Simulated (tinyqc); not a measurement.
Worked calculation: RHF in the sto-3g basis, for H2, spin multiplicity 1. Computed by tinyqc, a small Python program that keeps every step (integrals from PySCF). Settings: charge = 0, multiplicity = 1, basis = sto-3g, energy threshold = 1e-10, iteration cap = 72, orthogonalisation = canonical, start = random, DIIS depth = 6, method = RHF. Command: `OMP_NUM_THREADS=1 python tinyqc.py 25913 25914 out.jsonl` (the two numbers bound the seeds that draw the settings). One thread of a shared host (Intel(R) Xeon(R) Processor @ 2.60GHz), about 0.04 s of CPU time with the checks. Later iterations appear only in the table of the cycle.

## One-electron integrals

Geometry (angstrom):
```
atom,x,y,z
H,0.000000,0.000000,0.000000
H,0.000000,0.000000,0.904000
```

Basis sto-3g: exponents (1/bohr^2) and contraction coefficients of normalised primitives:
```
element,l (shell),exponent,coefficient
H,s (1),3.425251,0.154329
H,s (1),0.623914,0.535328
H,s (1),0.168855,0.444635
```

Overlap, kinetic and nuclear-attraction integrals over the contracted functions; the nuclear repulsion is the sum of Za Zb / Rab.

nuclear repulsion = 0.58537302 hartree

overlap S:
```
,1H 1s,2H 1s
1H 1s,1.000000,0.554696
2H 1s,0.554696,1.000000
```

kinetic energy T (hartree):
```
,1H 1s,2H 1s
1H 1s,0.760032,0.150863
2H 1s,0.150863,0.760032
```

nuclear attraction V (hartree):
```
,1H 1s,2H 1s
1H 1s,-1.785766,-0.928711
2H 1s,-0.928711,-1.785766
```

core Hamiltonian H = T + V (hartree):
```
,1H 1s,2H 1s
1H 1s,-1.025734,-0.777848
2H 1s,-0.777848,-1.025734
```

## Two-electron integrals

Functions are numbered as in S; the eight-fold symmetry (ij|kl) = (ji|kl) = (kl|ij) leaves the list below.

Two-electron integrals (ij|kl) in chemists' order, unique and non-zero (hartree):
```
i,j,k,l,(ij|kl)
1,1,1,1,0.774606
2,1,1,1,0.355881
2,1,2,1,0.201882
2,2,1,1,0.510398
2,2,2,1,0.355881
2,2,2,2,0.774606
```

## Orthogonalisation

S = U s U^T; canonical form X = U s^(-1/2), so that X^T S X = 1. Each column of U has its largest component positive (the first on a tie).

eigenvalues of S: 0.445304  1.554696

X:
```
,1,2
1H 1s,1.059636,0.567103
2H 1s,-1.059636,0.567103
```

## Starting guess

The start is random orthonormal orbitals; D = 2 C_occ C_occ^T.

D at the start:
```
,1H 1s,2H 1s
1H 1s,2.816900,-1.187884
2H 1s,-1.187884,0.500930
```

## Iteration 1: building the Fock matrix

J_ij = sum D_kl (ij|kl), K_ij = sum D_kl (ik|jl); F = H + J - 0.5 K; E = tr D H + tr D J / 2 - 0.25 tr D K + E_nn.

Coulomb J (hartree):
```
,1H 1s,2H 1s
1H 1s,1.592170,0.701127
2H 1s,0.701127,0.980273
```

exchange K (hartree):
```
,1H 1s,2H 1s
1H 1s,1.437625,0.334646
2H 1s,0.334646,0.111215
```

Fock matrix F (hartree):
```
,1H 1s,2H 1s
1H 1s,-0.152377,-0.244044
2H 1s,-0.244044,-0.101069
```

total energy of this density = -0.14227267 hartree

## Iteration 1: diagonalisation and new density

Diagonalise F' = X^T F X, C = X C', fill 1 alpha and 1 beta electrons from the bottom; D = 2 C_occ C_occ^T. Each column has its largest component positive (the first on a tie).

F' = X^T F X (hartree):
```
,1,2
1,0.263463,-0.030832
2,-0.030832,-0.238482
```

orbital energies (hartree): MO1 -0.240368, MO2 0.265350

coefficients C:
```
,MO1,MO2
1H 1s,0.630768,-1.023018
2H 1s,0.501321,1.092297
```

D after iteration 1:
```
,1H 1s,2H 1s
1H 1s,0.795737,0.632434
2H 1s,0.632434,0.502645
```

## Iteration 2: building the Fock matrix

As before.

Coulomb J (hartree):
```
,1H 1s,2H 1s
1H 1s,1.323074,0.717424
2H 1s,0.717424,1.245637
```

exchange K (hartree):
```
,1H 1s,2H 1s
1H 1s,1.168001,0.912540
2H 1s,0.912540,1.000140
```

Fock matrix F (hartree):
```
,1H 1s,2H 1s
1H 1s,-0.286660,-0.516694
2H 1s,-0.516694,-0.280167
```

total energy of this density = -1.08370204 hartree

## Iteration 2: DIIS over 2 matrices

error matrix X^T (FDS - SDF) X:
```
,1,2
1,0.000000,0.118884
2,-0.118884,0.000000
```

B (overlaps of the stored error matrices):
```
,1,2
1,5.0026642e-01,1.1891535e-01
2,1.1891535e-01,2.8266660e-02
```

Minimise |sum c_i e_i|^2 with sum c_i = 1: solve [B -1; -1 0][c; lambda] = [0; -1] with B_ij = tr e_i^T e_j, and take F = sum c_i F_i.

DIIS coefficients: -0.311826  1.311826

extrapolated F (hartree):
```
,1H 1s,2H 1s
1H 1s,-0.328533,-0.601713
2H 1s,-0.601713,-0.336014
```

## Iteration 2: diagonalisation and new density

As before.

F' = X^T F X (hartree):
```
,1,2
1,0.605069,0.004496
2,0.004496,-0.600752
```

orbital energies (hartree): MO1 -0.600769, MO2 0.605085

coefficients C:
```
,MO1,MO2
1H 1s,0.563149,1.061743
2H 1s,0.571050,-1.057515
```

D after iteration 2:
```
,1H 1s,2H 1s
1H 1s,0.634273,0.643172
2H 1s,0.643172,0.652196
```

## Iteration 9 (converged): orbitals

converged F (hartree):
```
,1H 1s,2H 1s
1H 1s,-0.284341,-0.518308
2H 1s,-0.518308,-0.284341
```

As before.

F' = X^T F X (hartree):
```
,1,2
1,0.525410,0.000000
2,0.000000,-0.516274
```

orbital energies (hartree): MO1 -0.516274, MO2 0.525410

coefficients C:
```
,MO1,MO2
1H 1s,0.567103,1.059636
2H 1s,0.567103,-1.059636
```

D after iteration 9:
```
,1H 1s,2H 1s
1H 1s,0.643212,0.643212
2H 1s,0.643212,0.643212
```

## Convergence

Stop when the energy changes by less than 1e-10 hartree and every element of the error matrix X^T (F D S - S D F) X is below 3e-06.

Course of the cycle:
```
iteration,E (hartree),change,largest element of the error matrix
1,-0.14227267,-,5.00e-01
2,-1.08370204,-9.41e-01,1.19e-01
3,-1.09096005,-7.26e-03,7.29e-03
4,-1.09098388,-2.38e-05,2.56e-03
5,-1.09098601,-2.13e-06,1.54e-03
6,-1.09098661,-6.00e-07,1.10e-03
7,-1.09098686,-2.48e-07,8.53e-04
8,-1.09098723,-3.72e-07,4.50e-07
9,-1.09098723,-1.03e-13,7.01e-10
```

PySCF RHF in the same basis = -1.09098723 hartree

Converged in 9 iterations.

## Populations, bond orders and dipole

Mulliken: Z minus the diagonal of D S on the atom; Loewdin: the same with S^(1/2) D S^(1/2); Mayer order: 2 sum_s sum (D(s) S)_ij (D(s) S)_ji over the two atoms.

Charges (e):
```
atom,Mulliken,Loewdin
1H,-5.29e-11,-4.40e-11
2H,5.29e-11,4.40e-11
```

Mayer bond orders:
```
pair,order
2-1,1.000000
```

dipole moment about the origin, x y z (debye): 0.000000  0.000000  0.000000
